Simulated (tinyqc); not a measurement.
Worked calculation: Jacobi rotations on a symmetric matrix. Computed by tinyqc, a small Python program that keeps every step. Settings: method = jacobi. Command: `OMP_NUM_THREADS=1 python tinyqc.py 23478 23479 out.jsonl` (the two numbers bound the seeds that draw the settings). One thread of a shared host (Intel(R) Xeon(R) Processor @ 2.60GHz), about 0.01 s of CPU time with the checks.

## Jacobi rotation 1

A:
```
         1       2        3
1   0.1200  0.0240  -0.1380
2   0.0240  0.1580   0.0330
3  -0.1380  0.0330   1.0200
```

Take the largest off-diagonal element A_pq; tan 2 theta = 2 A_pq / (A_qq - A_pp) with |theta| <= pi/4; A' = J^T A J with J_pp = J_qq = cos, J_pq = sin, J_qp = -sin.

p, q, theta (rad): 1.0000  3.0000  -0.1488

A':
```
        1       2       3
1  0.0993  0.0286  0.0000
2  0.0286  0.1580  0.0291
3  0.0000  0.0291  1.0407
```

## Jacobi rotation 2

As before.

p, q, theta (rad): 2.0000  3.0000  0.0329

A':
```
        1       2       3
1  0.0993  0.0286  0.0009
2  0.0286  0.1570  0.0000
3  0.0009  0.0000  1.0416
```

## All rotations

The off-diagonal norm falls at every rotation.

Rotations:
```
step  p  q      theta  off-diagonal norm
1     1  3    -0.1488           5.77e-02
2     2  3     0.0329           4.05e-02
3     1  2     0.3905           1.33e-03
4     1  3     0.0009           5.07e-04
5     2  3   4.11e-04           4.62e-07
6     1  2  -4.02e-06           1.90e-10
```

eigenvalues: 0.0875  0.1688  1.0416
